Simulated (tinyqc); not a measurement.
Trap density from two Hall measurements.

Inverse problem. p-type body, charge-sheet picture, full ionisation (an idealisation for deep acceptors), Boltzmann statistics for free electrons. e = Ec - EF at the surface. psi = Eg - Vt ln(Nv/Na) - e; N_dep = sqrt(2 eps0 eps_r Na (psi - Vt)/q); n_f = sqrt(N_dep^2 + 2 eps0 eps_r Vt Nc exp(-e/Vt)/q) - N_dep; Vg = Vfb + psi + q (N_dep + n_t + n_f)/Cox, Cox = eps0 eox/tox. Find e and n_t at both points and the mean trap density between them.

Values chosen for this exercise; band and dielectric values close to those of silicon: temperature T = 250 K; band gap Eg = 1.13 eV; relative permittivity eps_r = 11.7; conduction-band density of states at T Nc = 2.14e19 cm^-3; valence-band density of states at T Nv = 2.03e19 cm^-3; relative permittivity of the insulator eox = 3.9; insulator thickness tox = 58 nm; acceptor density Na = 4.3e15 cm^-3; flat-band voltage without trapped charge Vfb = -0.89 V.

Constants: q = 1.602176634e-19 C, kB = 1.380649e-23 J/K, Vt = kB T/q, eps0 = 8.8541878128e-14 F/cm where lengths are in cm. Results are converted to the units shown.

Vg (V): [0.81020051, 2.6600337]
free sheet density from the Hall effect (cm^-2): [3.5710891e9, 2.2954893e11]

Solution. Each n_f fixes e; what the gate voltage holds beyond psi, N_dep and n_f is trapped; the difference quotient is the density, smeared over a few Vt.

e (eV): [0.179, 0.0790]
n_t (cm^-2): [1.39e11, 5.50e11]
mean trap density = 4.11e12 cm^-2 eV^-1

Numbers from tinyqc (`OMP_NUM_THREADS=1 python tinyqc.py 2222064 2222065 out.jsonl`; about 0.02 s on one thread of a shared Intel Xeon 2.30GHz).
